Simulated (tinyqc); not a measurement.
Worked calculation: BCS gap equation with a constant attraction inside the Debye window. Computed by tinyqc, a small Python program that keeps every step. Command: `OMP_NUM_THREADS=1 python tinyqc.py 3005919 3005920 out.jsonl bcs walk`. One thread of a shared host (Intel(R) Xeon(R) Processor @ 2.30GHz), about 0.01 s of CPU time with the checks. Intermediate numbers are printed to about 6 digits and carried at full precision; extremes and crossings named in words are read from the listed rows.

Pairs attract with strength V for |xi| < k_B Theta; N(0) is the density of states for one spin. Energies are given as temperatures (E/k_B, in K) unless marked.

Inputs (values chosen for the exercise, modelled on niobium):
```
quantity                  value      unit
coupling N(0)V            0.285         -
Debye temperature Theta     277         K
temperature T              5.87         K
Fermi velocity v_F       310000       m/s
electron density n         5.61  1e28/m^3
mean free path l             17        nm
junction resistance R_n      10  kilo-ohm
```

Solver: secant.

Constants: k_B = 8.617333262e-05 eV/K; hbar = 1.054571817e-34 J s; k_B = 1.380649e-23 J/K; m_0 = 9.1093837015e-31 kg; eps_0 = 8.8541878128e-12 F/m; c = 299792458 m/s; e = 1.602176634e-19 C; h = 6.62607015e-34 J s.

## Gap at zero temperature

At T = 0 the gap equation 1/(N(0)V) = int_0^Theta d xi/sqrt(xi^2 + Delta^2) has the integral arcsinh(Theta/Delta), so Delta_0 = Theta/sinh(1/(N(0)V)); weak coupling gives 2 Theta exp(-1/(N(0)V)).

Delta_0 = 16.5981 K

weak-coupling Delta_0 = 16.5832 K

Delta_0 in meV = 1.43031 meV

## Critical temperature

Gap equation: 1/(N(0)V) = I(Delta, T) = int_0^Theta tanh(E/2T)/E d xi, E = sqrt(xi^2 + Delta^2); 64 Gauss-Legendre points in y with xi = max(Delta, T) sinh(y). T_c solves I(0, T_c) = 1/(N(0)V); the weak-coupling form is T_c = (2 e^C/pi) Theta exp(-1/(N(0)V)) with Euler's C = 0.5772157, and 2 Delta_0/T_c then tends to 2 pi e^-C = 3.528.

T_c = 9.40159 K

weak-coupling T_c = 9.40159 K

2 Delta_0/T_c = 3.53092

T_c/Theta = 0.0339; the ratio lies +0.09 % from 3.528, so the universal weak-coupling laws hold.

## One evaluation of the gap equation

Take Delta = Delta_0 as the trial; the fixed-point update is Delta(new) = N(0)V Delta I(Delta, T).

I(Delta_0, T) = 3.42736

updated Delta = 16.2130 K

## Gap at temperature T

Residual r = N(0)V I - 1, with Delta_0 = Theta/sinh(1/(N(0)V)). Secant steps in Delta^2, from Delta_0 and 0.9 Delta_0, with Delta^2 kept at or above 1e-6 K^2. Stop when |r| < 1e-9 or after 40 steps.

Iterations:
```
step  Delta (K)    residual r
1       14.7786   1.34569e-04
2       14.7890  -7.38795e-07
3       14.7890  -2.81640e-10
```

converged (1 yes, 0 no) = 1

Delta(T) = 14.7890 K

Converged in 3 steps: Delta(T)/Delta_0 = 0.8910 at T/T_c = 0.624.

## Lengths and fields

xi_0 = hbar v_F/(pi Delta_0); lambda_L = sqrt(m_0 eps_0 c^2/(n e^2)); N(0) = 3 n/(2 m_0 v_F^2) for one spin; condensation energy N(0) Delta_0^2/2 = B_c^2/(2 mu_0), mu_0 = 1/(eps_0 c^2); with scattering lambda = lambda_L sqrt(1 + xi_0/l) in the local limit (where xi_0 and l both exceed lambda, nonlocal response makes the true depth larger); Ginzburg-Landau kappa = 0.96 lambda_L/xi_0 + 0.72 lambda_L/l. Free-electron mass throughout; heavier carriers, as in niobium or vanadium, give a larger lambda_L and kappa and can make the metal type II.

coherence length xi_0 = 45.4094 nm

London depth lambda_L = 22.4361 nm

critical field B_c(0) = 251.865 mT

depth with scattering = 42.9881 nm

Ginzburg-Landau kappa = 1.42456

kappa exceeds 1/sqrt(2): type II, and l is comparable with xi_0, between the clean and dirty limits.

## A tunnel junction of this metal

Ambegaokar-Baratoff: I_c R_n = (pi Delta/(2e)) tanh(Delta/2T); Josephson energy E_J = hbar I_c/(2e), given as E_J/h; inductance hbar/(2 e I_c); thermal quasiparticle fraction x = n_qp/(2 N(0) Delta) = sqrt(2 pi T/Delta) exp(-Delta/T), valid for T well below Delta.

I_c R_n = 1703.54 microvolt

critical current I_c = 170.354 nA

E_J/h = 84.6119 GHz

Josephson inductance = 1.93190 nH

quasiparticle fraction x = 0.127137

## Gap and superfluid density against temperature

Interpolation tanh(1.74 sqrt(T_c/T - 1)); near T_c, 1.74 sqrt(1 - T/T_c). Clean-limit superfluid fraction 1 - (1/2T) int_0^(40 T) cosh^-2(E/2T) d xi (64 points); two-fluid rule 1 - (T/T_c)^4.

Reduced quantities:
```
T/T_c  Delta/Delta_0  tanh form  square-root form  superfluid fraction  two-fluid rule
0.10        1.000000   0.999942           1.65071             1.000000        0.999900
0.20        0.999878   0.998104           1.55630             0.998862        0.998400
0.30        0.997135   0.990221           1.45579             0.981849        0.991900
0.40        0.985074   0.972207           1.34780             0.928181        0.974400
0.50        0.956969   0.940227           1.23037             0.834497        0.937500
0.60        0.907127   0.889746           1.10047             0.707298        0.870400
0.70        0.828950   0.814110           0.95304             0.554417        0.759900
0.80        0.711250   0.701374           0.77815             0.382432        0.590400
0.90        0.526538   0.522665           0.55024             0.196376        0.343900
0.95        0.380474   0.379250           0.38908             0.099285        0.185494
0.98        0.243690   0.243575           0.24607             0.039956        0.077632
```

The tanh form misses the gap by at most about 0.017 (at T/T_c = 0.6); the square-root form is within 3 % only from T/T_c = 0.95. The gap keeps 99 % of Delta_0 up to T/T_c = 0.3, since quasiparticles are exponentially few. The two-fluid rule exceeds the BCS superfluid fraction most, by 0.21, at T/T_c = 0.8.

Checks made by the program: weak-coupling T_c, allowing for terms of order exp(-Theta/T_c) (relative difference below 1e-10).
